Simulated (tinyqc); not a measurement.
Worked calculation: equilibrium and kinetic segregation of a solute to boundaries and growing surfaces. Computed by tinyqc, a small Python program that keeps every step. Command: `OMP_NUM_THREADS=1 python tinyqc.py 3010493 3010494 out.jsonl segreg walk`. One thread of a shared host (Intel(R) Xeon(R) Processor @ 2.30GHz), about 0.01 s of CPU time with the checks. Intermediate numbers are printed to about 6 digits and carried at full precision; extremes and crossings named in words are read from the listed rows.

Inputs (values chosen for the exercise, modelled on phosphorus in polycrystalline silicon):

| quantity | value | unit |
|---|---|---|
| segregation energy Q | 0.422 | eV |
| interaction z w (positive attracts) | 0.2 | eV |
| total solute fraction x0 | 0.0017 | - |
| temperature T | 1325 | K |
| grain size d | 420 | nm |
| boundary thickness delta | 0.64 | nm |
| atomic volume Omega | 20.02 | angstrom^3 |
| clean boundary energy gamma_0 | 0.62 | J/m^2 |
| bulk diffusivity D | 4.7e-20 | m^2/s |
| anneal time t | 1300 | s |
| exchange barrier E_b | 1.73 | eV |
| surface segregation energy E_s | 0.45 | eV |
| growth temperature T_g | 860 | K |
| growth rate | 0.083 | monolayers/s |
| mixing | 0.3 | - |

Isotherm: Fowler-Guggenheim.

Constants: k_B = 8.617333262e-05 eV/K; 1 eV/angstrom^2 = 16.02176634 J/m^2.

## Coverage for very large grains, by iteration

With theta the solute fraction on boundary sites and x that in the grains, theta/(1 - theta) = [x/(1 - x)] exp[(Q + z w theta)/(k_B T)]. The coverage theta_inf is that for x = x0. Start at theta = 0; theta(new) = theta + mixing (theta(out) - theta); stop below 1e-10, 80 steps at most.

Iteration:

| step | theta in | theta out | out - in |
|---|---|---|---|
| 1 | 0.0000000 | 0.0641941 | 6.41941e-02 |
| 2 | 0.0192582 | 0.0662506 | 4.69924e-02 |
| 3 | 0.0333560 | 0.0677947 | 3.44387e-02 |
| 4 | 0.0436876 | 0.0689474 | 2.52598e-02 |
| 5 | 0.0512655 | 0.0698044 | 1.85389e-02 |
| 6 | 0.0568272 | 0.0704396 | 1.36124e-02 |
| ... | ... | ... | ... |
| 62 | 0.0722264 | 0.0722264 | 4.48231e-10 |
| 63 | 0.0722264 | 0.0722264 | 3.29545e-10 |
| 64 | 0.0722264 | 0.0722264 | 2.42286e-10 |
| 65 | 0.0722264 | 0.0722264 | 1.78132e-10 |
| 66 | 0.0722264 | 0.0722264 | 1.30965e-10 |
| 67 | 0.0722264 | 0.0722264 | 9.62869e-11 |

coverage theta_inf = 0.0722264

last residual = 9.62869e-11

Converged; without interaction theta would be 0.0642.

## Depletion of small grains

Finite grains: boundary sites are the fraction f = 3 delta/d, and x0 = (1 - f) x + f theta; solve both equations for theta; share at boundaries = f theta/x0.

site fraction f = 0.00457143

coverage theta = 0.0602869

fraction x left in the grains = 0.00143094

share of solute at boundaries = 16.2116 %

enrichment theta/x = 42.1309

16 % of the solute sits at boundaries; for a dopant that share is electrically lost.

## Boundary energy

Gibbs adsorption for this isotherm in a dilute matrix: gamma = gamma_0 + Gam_0 [k_B T ln(1 - theta) + z w theta^2/2], Gam_0 = delta/Omega sites per area.

Gam_0 = 31.9680 1/nm^2

boundary energy gamma = 0.585498 J/m^2

Segregation lowers gamma by 5.6 %, and the driving force of grain growth with it.

## How fast the boundary fills

McLean kinetics from a uniform start, fed from both sides, with a constant enrichment beta = theta_inf/x0: (theta - x0)/(theta_inf - x0) = 1 - exp(s^2) erfc(s), s = 2 sqrt(D t)/(beta delta); half filling at s = 0.7691, t = (0.7691 beta delta/2)^2/D. D is an input and does not follow T.

s = 0.574942

degree of filling = 0.420803

time to half filling = 2326.28 s

diffusion length sqrt(D t) = 7.81665 nm

## Segregation at a growing surface

Two-state exchange during growth, dilute: jump up r_u = nu exp(-E_b/(k_B T_g)), jump back r_d = r_u exp(-E_s/(k_B T_g)), nu = 1e13 1/s. In the time 1/R of one monolayer the share carried up is p = [r_u/(r_u + r_d)] [1 - exp(-(r_u + r_d)/R)]; the tail decays as p^n, length -1/ln p monolayers; the equilibrium limit has p = r_u/(r_u + r_d).

r_u = 727.514 1/s

r_d = 1.67783 1/s

share carried up p = 0.997699

decay length = 434.104 monolayers

Exchange is fast against growth: the equilibrium regime, where heating shortens the tail.

## Tail length against growth temperature

The formulas are those given above.

Exchange model:

| T_g (K) | r_u/R | p | length (monolayers) | equilibrium limit |
|---|---|---|---|---|
| 533 | 5.28345e-03 | 0.005270 | 1.90628e-01 | 17988.1 |
| 570 | 6.09190e-02 | 0.059100 | 3.53542e-01 | 9523.5 |
| 601 | 3.74749e-01 | 0.312529 | 8.59802e-01 | 5937.2 |
| 632 | 1.92897e+00 | 0.854555 | 6.36235e+00 | 3877.1 |
| 656 | 6.16657e+00 | 0.997558 | 4.08988e+02 | 2865.8 |
| 681 | 1.89654e+01 | 0.999533 | 2.13967e+03 | 2139.7 |
| 718 | 8.66411e+01 | 0.999306 | 1.44140e+03 | 1441.4 |
| 774 | 6.55091e+02 | 0.998827 | 8.51841e+02 | 851.8 |
| 867 | 1.05832e+04 | 0.997584 | 4.13359e+02 | 413.4 |

The length peaks among these rows at 681 K with 2140 monolayers. Below, exchange freezes (r_u/R = 0.0053 in the first row); above, the length follows the equilibrium limit, about exp(E_s/(k_B T)), down to 413.

## Coverage against grain size

The formulas are those given above.

At T:

| d (nm) | theta | x in the grains | share at boundaries (%) |
|---|---|---|---|
| 15 | 0.0113744 | 0.00027990 | 85.6428 |
| 30 | 0.0195650 | 0.00047846 | 73.6564 |
| 60 | 0.0306435 | 0.00074319 | 57.6819 |
| 120 | 0.0428746 | 0.00103049 | 40.3525 |
| 250 | 0.0542526 | 0.00129327 | 24.5094 |
| 500 | 0.0619147 | 0.00146788 | 13.9854 |
| 1000 | 0.0666572 | 0.00157504 | 7.5283 |
| 5000 | 0.0710358 | 0.00167336 | 1.6046 |

From the largest grains to the smallest the share at boundaries rises from 1.6 to 86 %, and x/x0 falls to 0.16. In the dilute limit x/x0 = 1/(1 - f + f exp(Q/(k_B T))), which gives 0.17 at 15 nm.

Checks made by the program: mass balance (relative difference below 1e-10).
